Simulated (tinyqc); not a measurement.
Shallow acceptor in the spherical four-band model: one step. Ground state in the small basis. Three cases, with inputs chosen for the exercise.

Task: Solve H u = E S u for the lowest level of the acceptor; the first half of the basis is L = 0 and the second L = 2. Give E, E without the f-g block, and the L = 2 weight u_g S_gg u_g with u S u = 1.

Case 1.

S:
```
,f1,f2,f3,g1,g2,g3
f1,1.000000,0.584938,0.184663,0,0,0
f2,0.584938,1.000000,0.585930,0,0,0
f3,0.184663,0.585930,1.000000,0,0,0
g1,0,0,0,1.000000,0.286147,0.019419
g2,0,0,0,0.286147,1.000000,0.287281
g3,0,0,0,0.019419,0.287281,1.000000
```

H (Ry*):
```
,f1,f2,f3,g1,g2,g3
f1,-0.824868,-1.010023,-1.159022,-1.107609,-0.316939,-0.021508
f2,-1.010023,2.098794,1.664097,-1.904919,-6.657130,-1.912467
f3,-1.159022,1.664097,29.801083,-0.774525,-11.458315,-39.885394
g1,-1.107609,-1.904919,-0.774525,1.644471,0.759212,0.013763
g2,-0.316939,-6.657130,-11.458315,0.759212,13.647357,6.603692
g3,-0.021508,-1.912467,-39.885394,0.013763,6.603692,90.953911
```

Case 2.

S:
```
,f1,f2,g1,g2
f1,1.000000,0.585592,0,0
f2,0.585592,1.000000,0,0
g1,0,0,1.000000,0.286895
g2,0,0,0.286895,1.000000
```

H (Ry*):
```
,f1,f2,g1,g2
f1,-0.298542,-0.580249,-2.624705,-0.753015
f2,-0.580249,9.084794,-4.516454,-15.742539
g1,-2.624705,-4.516454,4.819578,2.296932
g2,-0.753015,-15.742539,2.296932,34.707223
```

Case 3.

S:
```
,f1,f2,f3,g1,g2,g3
f1,1.000000,0.586010,0.184553,0,0,0
f2,0.586010,1.000000,0.584595,0,0,0
f3,0.184553,0.584595,1.000000,0,0,0
g1,0,0,0,1.000000,0.287373,0.019392
g2,0,0,0,0.287373,1.000000,0.285755
g3,0,0,0,0.019392,0.285755,1.000000
```

H (Ry*):
```
,f1,f2,f3,g1,g2,g3
f1,-0.821310,-1.007549,-1.166582,-1.138021,-0.327036,-0.022068
f2,-1.007549,2.177066,1.729453,-1.958897,-6.816572,-1.947872
f3,-1.166582,1.729453,30.573362,-0.795353,-11.720249,-41.014970
g1,-1.138021,-1.958897,-0.795353,1.689568,0.784370,0.014913
g2,-0.327036,-6.816572,-11.720249,0.784370,13.905102,6.696236
g3,-0.022068,-1.947872,-41.014970,0.014913,6.696236,92.985793
```

Give: E; E without coupling; L = 2 weight.

Result:

Case 1.

E = -1.973 Ry*
E without coupling = -0.914 Ry*
L = 2 weight = 0.232

Without the coupling the exact value is -1, which this basis, tuned to the compact coupled state, misses by 0.086. The coupling to L = 2 takes the level to 1.97 times that exact value.

Case 2.

E = -1.853 Ry*
E without coupling = -0.315 Ry*
L = 2 weight = 0.219

Without the coupling the exact value is -1, which this basis, tuned to the compact coupled state, misses by 0.685. The coupling to L = 2 takes the level to 1.85 times that exact value.

Case 3.

E = -2.002 Ry*
E without coupling = -0.909 Ry*
L = 2 weight = 0.235

Without the coupling the exact value is -1, which this basis, tuned to the compact coupled state, misses by 0.091. The coupling to L = 2 takes the level to 2.00 times that exact value.

Computed by tinyqc, one run a case: `OMP_NUM_THREADS=1 python tinyqc.py N N+1 out.jsonl` with N = 1252732, 1252767, 1280096; one thread of a shared Intel(R) Xeon(R) Processor @ 2.30GHz, about 0.07 s a run at most.
